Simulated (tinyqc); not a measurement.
Closing and inverting the gap: three-level Kane dispersion of a narrow-gap semiconductor.

Zero of energy at Gamma8, c = hbar^2/2m0, P^2 = Ep c. The free-electron term and remote bands are left out, so the heavy holes are flat at E = 0 and the other three bands obey E (E - Eg)(E + Dso) = P^2 k^2 (E + 2 Dso/3). The conduction band is the highest root; its edge is Ec = max(Eg, 0).

Constants: hbar^2/2m0 = 3.80998211 eV angstrom^2.

Inputs chosen for the exercise (out of a larger set: near those of InSb; not measured data): Dso = 0.78 eV (spin-orbit splitting); Ep = 24 eV (Kane energy); k = 0.028 1/angstrom (wave vector).

Eg is varied at fixed k, Dso and Ep. Edge mass: Eg (Eg + Dso)/(Ep (Eg + 2 Dso/3)) for Eg > 0, 3 |Eg|/(2 Ep) for Eg < 0. The Gamma6 weight of the conduction state is 1/(1 + P^2 k^2 [(2/3)/E^2 + (1/3)/(E + Dso)^2]).

Results:

| Eg (eV) | m0* | highest root (eV) | middle (eV) | lowest (eV) | E - Ec (meV) | Gamma6 weight |
|---|---|---|---|---|---|---|
| -0.400 | 0.02500 | 0.1009 | -0.4389 | -0.8420 | 100.9 | 0.175 |
| -0.200 | 0.01250 | 0.1482 | -0.3059 | -0.8224 | 148.2 | 0.312 |
| -0.080 | 0.00500 | 0.1926 | -0.2373 | -0.8153 | 192.6 | 0.432 |
| -0.020 | 0.00125 | 0.2206 | -0.2080 | -0.8126 | 220.6 | 0.498 |
| 0.020 | 0.00123 | 0.2414 | -0.1904 | -0.8110 | 221.4 | 0.543 |
| 0.080 | 0.00478 | 0.2759 | -0.1671 | -0.8088 | 195.9 | 0.606 |
| 0.200 | 0.01134 | 0.3555 | -0.1302 | -0.8053 | 155.5 | 0.716 |
| 0.400 | 0.02138 | 0.5119 | -0.0909 | -0.8009 | 111.9 | 0.836 |

The edge mass vanishes with |Eg| from both sides, yet the kinetic energy at this k stays finite, at most 221.4 meV in the table; at Eg = 0 the two-level form, without the split-off band, gives the linear value sqrt(2/3) P k = 218.6 meV. The Gamma6 weight of the conduction state goes smoothly from 0.17 to 0.84 and is 0.50 and 0.54 in the two rows next to Eg = 0: at finite k nothing jumps at the inversion.

Run: tinyqc, `OMP_NUM_THREADS=1 python tinyqc.py 1050592 1050593 out.jsonl`; Intel(R) Xeon(R) Processor @ 2.30GHz, one thread, shared host; about 0.01 s of CPU time with all checks.
